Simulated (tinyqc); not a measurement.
Implanted layer, carriers, mobility and sheet resistance: effect of the peak chemical concentration.

A p-type layer from the surface x = 0 to the junction xj, N(x) = N0 exp(-(x - Rp)^2/(2 sg^2)). Local neutrality (no depletion at surface or junction, no spilling of carriers), intrinsic carriers neglected, full ionisation of active dopants.

xj = Rp + sg sqrt(2 ln(N0/Nb)). Active dopant A = min(N, Ns); p = A - Nb; mobility mu = m1 + (m2 (T/300 K)^(-bt) - m1)/(1 + ((A + Nb)/Nr)^am). Dose = integral of N, carrier sheet density = integral of p, 1/Rs = q integral of p mu, mean mobility 1/(q Rs sheet density), Hall mobility (unit Hall factor) = integral of p mu^2 over integral of p mu, Hall sheet density = (integral of p mu)^2/integral of p mu^2; all from 0 to xj. Integrals on 4000 steps.

Values chosen for this exercise; values close to those of boron in silicon over an n-type background: temperature T = 300 K; background doping of the opposite type Nb = 1.2e14 cm^-3; mobility limit at high doping m1 = 45.2 cm^2/(V s); mobility limit at low doping, at 300 K m2 = 467 cm^2/(V s); reference doping of the mobility law Nr = 2.32e17 cm^-3; exponent of the mobility law am = 0.703; temperature exponent of m2 bt = 2.3; solubility limit of active dopant Ns = 2.07e20 cm^-3; straggle after annealing sg = 110 nm; projected range Rp = 100 nm.

Constants: q = 1.602176634e-19 C. Results are converted to the units shown.

Effect of the peak chemical concentration:
```
N0 (cm^-3),xj (nm),dose (cm^-2),carriers (cm^-2),Rs (ohm/square),mean mobility (cm^2/(V s)),Rs xj (ohm nm),Hall/true sheet density
2.7e17,532.2,6.092e12,6.086e12,3812,269.0,2.029e6,0.9832
7.3e17,559.2,1.647e13,1.646e13,1903,199.2,1.064e6,0.9637
2e18,585.0,4.513e13,4.512e13,985.6,140.3,5.766e5,0.9393
5.4e18,609.2,1.218e14,1.218e14,512.5,99.95,3.122e5,0.9244
1.5e19,632.9,3.385e14,3.385e14,247.3,74.56,1.566e5,0.9298
4e19,654.8,9.026e14,9.026e14,113.7,60.81,7.446e4,0.9503
1.1e20,676.4,2.482e15,2.482e15,47.30,53.16,3.199e4,0.9727
2.9e20,696.4,6.544e15,5.578e15,22.44,49.87,1.563e4,0.9857
8e20,716.6,1.805e16,6.918e15,18.23,49.48,1.307e4,0.9892
```

What does the comparison show?

As N0 goes from 2.7e17 to 8e20, xj rises from 532 to 717 nm, Rs falls from 3810 to 18.2 ohm/square, the mean mobility falls from 269 to 49.5 cm^2/(V s) and the share of the dose that conducts goes from 99.9 through a maximum of 100 (at N0 = 1.5e19 and 4e19 and 1.1e20 among the rows listed) to 38.3 %. Rs goes as dose^(-0.70) at the low end and dose^(-0.20) at the high end; constant mobility and activation would give -1. Above N0 = Ns = 2.07e20 cm^-3 added dopant only widens the clipped top.

tinyqc, about 0.01 s, one thread, Intel Xeon 2.30GHz (shared host): `OMP_NUM_THREADS=1 python tinyqc.py 2110087 2110088 out.jsonl`
